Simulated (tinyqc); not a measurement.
Pariser-Parr-Pople SCF with singles CI, for the molecule C=C1C=CC(F)=C1 (SMILES; centres numbered as the heavy atoms are written), step by step. Computed by tinyqc, a small Python program that keeps every step. Settings: charge = 0, gamma = Ohno, start = huckel, damping = 0, iteration cap = 56, excitations kept = 4. Command: `OMP_NUM_THREADS=1 python tinyqc.py 29096 29097 out.jsonl` (the two numbers bound the seeds that draw the settings). One thread of a shared host (Intel(R) Xeon(R) Processor @ 2.60GHz), about 0.01 s of CPU time with the checks. Later iterations appear only in the table of the cycle.

## PPP integrals

Centres (angstrom, eV; a flat drawing with bonds scaled to 1.40 angstrom):
```
centre          x          y  core charge z          W   gamma_rr
1C       2.464000  -0.572000              1  11.160000  11.130000
2C       1.133000  -0.139000              1  11.160000  11.130000
3C       0.700000   1.192000              1  11.160000  11.130000
4C      -0.700000   1.192000              1  11.160000  11.130000
5C      -1.133000  -0.139000              1  11.160000  11.130000
6F      -2.464000  -0.572000              2  39.000000  21.400000
7C       0.000000  -0.962000              1  11.160000  11.130000
```

Resonance integrals (eV):
```
i  j       beta
1  2  -2.530000
2  3  -2.530000
3  4  -2.530000
4  5  -2.530000
5  6  -2.220000
5  7  -2.530000
7  2  -2.530000
```

Ohno: gamma = 14.399645/sqrt(R^2 + a^2), a = 2 x 14.399645/(gamma_rr + gamma_ss); H_rr = -W_r - sum_(s != r) z_s gamma_rs; H_rs = beta for bonds.

repulsion gamma_rs (eV):
```
           1C         2C         3C         4C         5C         6F         7C
1C  11.130000   7.554850   5.124062   3.743461   3.743043   2.875965   5.124061
2C   7.554850  11.130000   7.554850   5.519866   5.518526   3.860941   7.552804
3C   5.124062   7.554850  11.130000   7.553862   5.519866   3.861400   5.520570
4C   3.743461   5.519866   7.553862  11.130000   7.554850   5.439767   5.520570
5C   3.743043   5.518526   5.519866   7.554850  11.130000   8.694651   7.552804
6F   2.875965   3.860941   3.861400   5.439767   8.694651  21.400000   5.439766
7C   5.124061   7.552804   5.520570   5.520570   7.552804   5.439766  11.130000
```

core matrix H (eV):
```
            1C          2C          3C          4C          5C          6F          7C
1C  -42.201407   -2.530000    0.000000    0.000000    0.000000    0.000000    0.000000
2C   -2.530000  -52.582778   -2.530000    0.000000    0.000000    0.000000   -2.530000
3C    0.000000   -2.530000  -50.156010   -2.530000    0.000000    0.000000    0.000000
4C    0.000000    0.000000   -2.530000  -51.932143   -2.530000    0.000000    0.000000
5C    0.000000    0.000000    0.000000   -2.530000  -58.438391   -2.220000   -2.530000
6F    0.000000    0.000000    0.000000    0.000000   -2.220000  -69.172491    0.000000
7C    0.000000   -2.530000    0.000000    0.000000   -2.530000    0.000000  -53.310340
```

## Starting guess

pi electrons, sum of z_r less the charge = 8

Orbitals of the Hueckel matrix of the beta values.

P at the start:
```
           1C         2C         3C         4C         5C         6F         7C
1C   1.155711   0.711803   0.114374  -0.289069  -0.183789   0.530069  -0.240201
2C   0.711803   1.029885   0.422734  -0.069415  -0.064149  -0.161270   0.528014
3C   0.114374   0.422734   1.052245   0.823921  -0.070988  -0.281250  -0.206150
4C  -0.289069  -0.069415   0.823921   1.050672   0.435132   0.098980  -0.176268
5C  -0.183789  -0.064149  -0.070988   0.435132   1.032244   0.663066   0.571867
6F   0.530069  -0.161270  -0.281250   0.098980   0.663066   1.267156  -0.305108
7C  -0.240201   0.528014  -0.206150  -0.176268   0.571867  -0.305108   1.412086
```

## Iteration 1: Fock matrix

F_rr = H_rr + P_rr gamma_rr / 2 + sum_(s != r) P_ss gamma_rs; F_rs = H_rs - P_rs gamma_rs / 2; E = tr P (H + F) / 2 + core repulsion sum_(r<s) z_r z_s gamma_rs.

F (eV):
```
           1C         2C         3C         4C         5C          6F         7C
1C  -3.920682  -5.218782  -0.293031   0.541059   0.343966   -0.762231   0.615401
2C  -5.218782  -3.117029  -4.126846   0.191580   0.177005    0.311326  -4.523991
3C  -0.293031  -4.126846  -4.274705  -5.641893   0.195922    0.543010   0.569032
4C   0.541059   0.191580  -5.641893  -5.638446  -4.173678   -0.269213   0.486549
5C   0.343966   0.177005   0.195922  -4.173678  -7.256015   -5.102563  -4.689599
6F  -0.762231   0.311326   0.543010  -0.269213  -5.102563  -21.878835   0.829858
7C   0.615401  -4.523991   0.569032   0.486549  -4.689599    0.829858  -5.452954
```

pi energy = -128.513737 eV

## Iteration 1: orbitals and new P

Diagonalise F (the basis is taken as orthonormal) and form P = 2 sum c c over the lowest orbitals.

orbital energies (eV): -23.657159  -13.721146  -9.802839  -9.324111  -2.359817  2.354540  4.971868

P after iteration 1:
```
           1C         2C         3C         4C         5C         6F         7C
1C   0.751579   0.782668   0.287160  -0.249087  -0.367908   0.185433   0.107101
2C   0.782668   0.982225   0.398474  -0.086373  -0.066902  -0.010885   0.465057
3C   0.287160   0.398474   0.942738   0.820279  -0.055722  -0.057770  -0.276004
4C  -0.249087  -0.086373   0.820279   1.145985   0.440736  -0.054690  -0.197703
5C  -0.367908  -0.066902  -0.055722   0.440736   1.111715   0.245867   0.768039
6F   0.185433  -0.010885  -0.057770  -0.054690   0.245867   1.923030  -0.216175
7C   0.107101   0.465057  -0.276004  -0.197703   0.768039  -0.216175   1.142728
```

## Iteration 2: Fock matrix

As before.

F (eV):
```
           1C         2C         3C         4C         5C          6F         7C
1C  -5.930540  -5.486469  -0.735713   0.466224   0.688548   -0.266650  -0.274395
2C  -5.486469  -5.800169  -4.035207   0.238383   0.184600    0.021014  -4.286244
3C  -0.735713  -4.035207  -5.110746  -5.628138   0.153789    0.111536   0.761849
4C   0.466224   0.238383  -5.628138  -5.029981  -4.194847    0.148751   0.545716
5C   0.688548   0.184600   0.153789  -4.194847  -4.805661   -3.288865  -5.430424
6F  -0.266650   0.021014   0.111536   0.148751  -3.288865  -16.885910   0.587971
7C  -0.274395  -4.286244   0.761849   0.545716  -5.430424    0.587971  -5.293030
```

pi energy = -136.177525 eV

## Iteration 2: orbitals and new P

As before.

orbital energies (eV): -17.889310  -14.652422  -10.804626  -9.636254  -2.329302  3.040451  3.415426

P after iteration 2:
```
           1C         2C         3C         4C         5C         6F         7C
1C   0.838537   0.837311   0.227359  -0.283625  -0.348891   0.112689   0.079254
2C   0.837311   0.995412   0.350432  -0.066625  -0.026160  -0.012563   0.413286
3C   0.227359   0.350432   1.012670   0.844021  -0.026749  -0.027262  -0.333938
4C  -0.283625  -0.066625   0.844021   1.061135   0.429708  -0.055124  -0.106400
5C  -0.348891  -0.026160  -0.026749   0.429708   0.983528   0.213556   0.803958
6F   0.112689  -0.012563  -0.027262  -0.055124   0.213556   1.953029  -0.171728
7C   0.079254   0.413286  -0.333938  -0.106400   0.803958  -0.171728   1.155689
```

## Iteration 3: Fock matrix

As before.

F (eV):
```
           1C         2C         3C         4C         5C          6F         7C
1C  -5.633410  -5.692879  -0.582501   0.530870   0.652956   -0.162045  -0.203052
2C  -5.692879  -5.503550  -3.853731   0.183880   0.072183    0.024253  -4.090735
3C  -0.582501  -3.853731  -5.337501  -5.717809   0.073825    0.052634   0.921763
4C   0.530870   0.183880  -5.717809  -5.309294  -4.153191    0.149930   0.293693
5C   0.652956   0.072183   0.073825  -4.153191  -5.017055   -3.148397  -5.566069
6F  -0.162045   0.024253   0.052634   0.149930  -3.148397  -17.499485   0.467080
7C  -0.203052  -4.090735   0.921763   0.293693  -5.566069    0.467080  -5.563065
```

pi energy = -136.629987 eV

## Iteration 3: orbitals and new P

As before.

orbital energies (eV): -18.412909  -14.615733  -10.979850  -9.954279  -2.043220  2.911719  3.230913

P after iteration 3:
```
           1C         2C         3C         4C         5C         6F         7C
1C   0.851524   0.855155   0.207570  -0.285854  -0.324849   0.088445   0.092290
2C   0.855155   0.994832   0.339644  -0.061671  -0.025823  -0.008221   0.385729
3C   0.207570   0.339644   1.027258   0.848213  -0.032353  -0.015302  -0.346508
4C  -0.285854  -0.061671   0.848213   1.050607   0.427750  -0.057720  -0.078469
5C  -0.324849  -0.025823  -0.032353   0.427750   0.969376   0.195836   0.818841
6F   0.088445  -0.008221  -0.015302  -0.057720   0.195836   1.961833  -0.158334
7C   0.092290   0.385729  -0.346508  -0.078469   0.818841  -0.158334   1.144569
```

## Convergence

Stop when output and input P, before any damping, agree to 1e-7.

Course of the cycle:
```
iteration         E (eV)  largest |P(out) - P(in)|
1          -128.51373744                  6.56e-01
2          -136.17752476                  1.28e-01
3          -136.62998659                  2.79e-02
4          -136.67487978                  1.49e-02
5          -136.68484633                  8.21e-03
6          -136.68787307                  5.15e-03
7          -136.68895760                  3.35e-03
8          -136.68937960                  2.18e-03
9          -136.68955032                  1.42e-03
10         -136.68962063                  9.21e-04
11         -136.68964984                  5.98e-04
...                  ...                       ...
22         -136.68967077                  5.06e-06
23         -136.68967077                  3.27e-06
24         -136.68967077                  2.12e-06
25         -136.68967077                  1.37e-06
26         -136.68967077                  8.88e-07
27         -136.68967077                  5.75e-07
28         -136.68967077                  3.72e-07
29         -136.68967077                  2.41e-07
30         -136.68967077                  1.56e-07
31         -136.68967077                  1.01e-07
32         -136.68967077                  6.52e-08
```

Converged in 32 iterations.

## Converged orbitals

Charges are z - P_rr.

orbital energies (eV): -18.400118  -14.622825  -11.032638  -10.073795  -1.968765  2.869228  3.164076

coefficients:
```
         MO1        MO2        MO3        MO4        MO5        MO6        MO7
1C  0.018634   0.349579  -0.543019  -0.105686   0.664328  -0.067397  -0.354308
2C  0.050912   0.551611  -0.432495  -0.057196  -0.307406   0.118126   0.627979
3C  0.046784   0.420582   0.218877  -0.545542  -0.373745  -0.444647  -0.371487
4C  0.098049   0.350846   0.553876  -0.277767   0.329141   0.606164   0.087129
5C  0.290023   0.278608   0.374896   0.434390   0.319255  -0.567064   0.292467
6F  0.943011  -0.223846  -0.150819  -0.145644  -0.072244   0.094527  -0.050109
7C  0.108976   0.381848   0.009969   0.633152  -0.330163   0.293021  -0.496453
```

pi charges: 1C 0.142817, 2C 0.005619, 3C -0.049202, 4C -0.033280, 5C 0.018045, 6F 0.033331, 7C -0.117330

## Singles CI, singlets

Over the 4 single excitations with the smallest orbital gaps: A = (e_a - e_i) delta + 2 (ia|jb) - (ij|ab), with (pq|rs) = sum c_mp c_mq gamma_mn c_nr c_ns. f = 2/3 w |mu|^2 in atomic units, mu = sqrt2 sum c_ia sum_m c_mi c_ma R_m.

singlet CI matrix (eV):
```
           4>5        3>5        2>5        4>6
4>5   2.733983   0.336301   0.054363  -0.027389
3>5   0.336301   5.007978   0.223837  -0.608232
2>5   0.054363   0.223837   7.306707  -0.232675
4>6  -0.027389  -0.608232  -0.232675   7.383626
```

singlet excitation energies (eV): 2.684371  4.896659  7.126257  7.725007

oscillator strengths: 0.043276  0.818512  0.283598  0.683084

## Singles CI, triplets

Over the 4 single excitations with the smallest orbital gaps: A = (e_a - e_i) delta - (ij|ab), with (pq|rs) = sum c_mp c_mq gamma_mn c_nr c_ns.

triplet CI matrix (eV):
```
           4>5        3>5       2>5       4>6
4>5   1.871866  -0.023198  0.210638  0.074726
3>5  -0.023198   2.387022  0.729628  0.504132
2>5   0.210638   0.729628  5.981133  0.742442
4>6   0.074726   0.504132  0.742442  5.639533
```

triplet excitation energies (eV): 1.849645  2.218682  5.051159  6.760068
